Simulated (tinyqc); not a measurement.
Model-solid line-up of a strained alloy layer on a substrate: one step. Piezoelectric polarisation.

Inputs chosen for the exercise (out of a larger set: A near AlAs, B near InAs, substrate near InP; not measured data):
```
symbol  value   unit   meaning
e14     -0.063  C/m^2  piezoelectric constant of the layer
eps     13.7           dielectric constant
Lw      8       nm     thickness of the layer
```

strain tensor in the cubic axes, rows x, y, z and columns alike:
$$\begin{pmatrix}
-0.00318252 & 0.01635010 & 0.00000000 \\
0.01635010 & -0.00318252 & 0.00000000 \\
0.00000000 & 0.00000000 & -0.01953262
\end{pmatrix}$$

Question. P_x = 2 e14 eyz and cyclic. The field along the normal n of the (110) face is -P.n/(eps eps0) in a layer between thick unstrained barriers, eps0 = 8.8541878e-12 F/m; 1 kV/cm = 1e5 V/m.

Give: P; P.n; field along n; potential drop across the layer.

Answer.

P (C/m^2): [0.000000, 0.000000, -0.002060]

P.n = 0.000000 C/m^2
field along n = 0.0 kV/cm
potential drop across the layer = 0.0 mV

P lies along [001], in the plane of the layer, so a wide layer carries no field along its normal.

Program tinyqc; command `OMP_NUM_THREADS=1 python tinyqc.py 1081521 1081522 out.jsonl`; about 0.03 s on one thread of a shared Intel(R) Xeon(R) Processor @ 2.30GHz.
